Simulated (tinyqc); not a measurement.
## Threshold spread from leakage statistics

Question. VT is Gaussian with standard deviation s and Ioff goes as exp(-VT/(n Vt)), so Ioff is log-normal: mean/median = exp(w^2/2) with w = s/(n Vt). Find w, s, the relative standard deviation sqrt(exp(w^2) - 1) and the share of devices that leak more than the mean, erfc(w/(2 sqrt(2)))/2.

Parameters, values chosen for the exercise:

| symbol | value | unit | meaning |
|---|---|---|---|
| T | 300 | K | temperature |
| n | 1.35 |  | subthreshold factor |

Constants: q = 1.602176634e-19 C, kB = 1.380649e-23 J/K, Vt = kB T/q. Results are converted to the units shown.

mean/median of the off current = 1.0493590

Answer. w = sqrt(2 ln(mean/median)); the mean lies w/2 standard deviations out in ln Ioff.

w = 0.310
s = 10.8 mV
relative standard deviation = 0.318
share above the mean = 43.8 %

Numbers from tinyqc (`OMP_NUM_THREADS=1 python tinyqc.py 2090167 2090168 out.jsonl`; about 0.01 s on one thread of a shared Intel Xeon 2.30GHz).
